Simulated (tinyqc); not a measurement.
Worked calculation: Born-Oppenheimer dynamics on the LDA (VWN5)/sto-6g surface (energies and gradients from PySCF), for H2, spin multiplicity 1. Computed by tinyqc, a small Python program that keeps every step (integrals from PySCF). Settings: charge = 0, multiplicity = 1, basis = sto-6g, functional = lda,vwn, time step (fs) = 0.5, steps = 24. Command: `OMP_NUM_THREADS=1 python tinyqc.py 29318 29319 out.jsonl` (the two numbers bound the seeds that draw the settings). One thread of a shared host (Intel(R) Xeon(R) Processor @ 2.60GHz), about 2 s of CPU time with the checks.

## Velocity Verlet step 1

positions (bohr):
```
          x        y        z
1H  0.00000  0.00000  0.00000
2H  0.00000  0.00000  1.34360
```

velocities (bohr per atomic time unit):
```
              x            y            z
1H  -0.00008650   0.00005350  -0.00024500
2H   0.00008650  -0.00005350   0.00024500
```

gradient (hartree/bohr):
```
            x          y           z
1H  0.0000000  0.0000000   0.0230665
2H  0.0000000  0.0000000  -0.0230665
```

masses (electron masses): 1H 1837.15259, 2H 1837.15259

gradient after step 1 (hartree/bohr):
```
             x           y           z
1H   0.0000387  -0.0000239   0.0147128
2H  -0.0000387   0.0000239  -0.0147128
```

dt = 0.5 fs = 20.6707 atomic units; x' = x + v dt - g dt^2 / (2m); after the new gradient g', v' = v - (g + g') dt / (2m).

positions after step 1 (bohr):
```
           x         y         z
1H  -0.00179   0.00111  -0.00775
2H   0.00179  -0.00111   1.35134
```

velocities after step 1 (bohr per atomic time unit):
```
              x            y            z
1H  -0.00008672   0.00005363  -0.00045754
2H   0.00008672  -0.00005363   0.00045754
```

## Velocity Verlet step 2

gradient after step 2 (hartree/bohr):
```
             x           y           z
1H   0.0000175  -0.0000108   0.0033729
2H  -0.0000175   0.0000108  -0.0033729
```

As before.

positions after step 2 (bohr):
```
           x         y         z
1H  -0.00359   0.00222  -0.01892
2H   0.00359  -0.00222   1.36251
```

velocities after step 2 (bohr per atomic time unit):
```
              x            y            z
1H  -0.00008703   0.00005383  -0.00055928
2H   0.00008703  -0.00005383   0.00055928
```

## Energy conservation

The total energy should stay constant up to terms of order dt^2; the step counts as short enough if it moves by less than 2 % of the largest kinetic energy.

Trajectory:
```
time (fs)  1H-2H (angstrom)  potential (hartree)  kinetic (hartree)  total (hartree)
0.00000             0.71100           -1.1294148          0.0001293       -1.1292855
0.50000             0.71920           -1.1297070          0.0004037       -1.1293033
1.00000             0.73103           -1.1299077          0.0005939       -1.1293138
1.50000             0.74370           -1.1298518          0.0005426       -1.1293091
2.00000             0.75443           -1.1296005          0.0003051       -1.1292954
2.50000             0.76103           -1.1293584          0.0000749       -1.1292835
3.00000             0.76222           -1.1293077          0.0000266       -1.1292811
3.50000             0.75779           -1.1294854          0.0001958       -1.1292896
4.00000             0.74856           -1.1297602          0.0004563       -1.1293039
4.50000             0.73639           -1.1299170          0.0006035       -1.1293136
5.00000             0.72386           -1.1298163          0.0005069       -1.1293094
5.50000             0.71383           -1.1295302          0.0002375       -1.1292928
6.00000             0.70876           -1.1293124          0.0000335       -1.1292789
6.50000             0.70996           -1.1293685          0.0000860       -1.1292825
7.00000             0.71711           -1.1296448          0.0003451       -1.1292997
7.50000             0.72841           -1.1298849          0.0005720       -1.1293128
8.00000             0.74114           -1.1298847          0.0005735       -1.1293112
8.50000             0.75248           -1.1296595          0.0003611       -1.1292985
9.00000             0.76007           -1.1293974          0.0001120       -1.1292854
9.50000             0.76245           -1.1292980          0.0000174       -1.1292806
10.00000            0.75915           -1.1294340          0.0001469       -1.1292871
10.50000            0.75080           -1.1297056          0.0004047       -1.1293009
11.00000            0.73905           -1.1299035          0.0005911       -1.1293125
11.50000            0.72635           -1.1298585          0.0005470       -1.1293116
12.00000            0.71558           -1.1295937          0.0002971       -1.1292966
```

The total energy moves within 3.5e-05 hartree; that is over 2 % of the largest kinetic energy, so the time step is too long.
